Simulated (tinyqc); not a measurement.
Random telegraph noise from one oxide trap in a small MOSFET: one step of the calculation.

An acceptor-like trap exchanges electrons with the channel. Inversion charge Q = Cox u, u = n Vt W0(exp((Vg - VT)/(n Vt))), W0 the Lambert function, n = nf, Cox = eps0 eox/tox; linear regime Id = (W/L) mu Q Vd. Relative to threshold the surface potential rises by Vt ln(u/u0) and the oxide voltage by the rest of Vg - VT, with u0 = n Vt W0(1).

Question. Step height. A = W L; threshold step dV = q (1 - xt/tox)/(Cox A); gm/Id = 1/(u + n Vt); relative step dI/I = (gm/Id) dV + asc mu/A. Id as defined.

Parameters, values chosen for the exercise; values of the order met in silicon transistors:
- T = 200 K (temperature)
- eox = 3.9 (relative permittivity of the gate insulator (close to silicon dioxide))
- tox = 1.6 nm (insulator thickness)
- xt = 0.74 nm (depth of the trap from the channel interface)
- nf = 1.27 (body factor)
- W = 44 nm (gate width)
- L = 43 nm (gate length)
- mu = 250 cm^2/(V s) (mobility)
- asc = 3.9e-16 V s (scattering coefficient of the charged trap)
- Vd = 0.02 V (drain voltage)

Constants: q = 1.602176634e-19 C, kB = 1.380649e-23 J/K, Vt = kB T/q, eps0 = 8.8541878128e-14 F/cm where lengths are in cm. Results are converted to the units shown.

u = 0.17455401 V
N = 2.3513257e12 cm^-2

Find: electrons in the channel N A; dV; gm/Id; number part of dI/I; dI/I; Id; dI.

Answer.

electrons in the channel N A = 44.487
dV = 2.1090 mV
gm/Id = 5.0906 1/V
number part of dI/I = 1.0736 %
dI/I = 1.5889 %
Id = 1.9274 uA
dI = 30.625 nA

Range of the model: VT is taken as given; short-channel effects and the uneven flow of current among few electrons are left out.

tinyqc, about 0.01 s, one thread, Intel Xeon 2.30GHz (shared host): `OMP_NUM_THREADS=1 python tinyqc.py 2710027 2710028 out.jsonl`
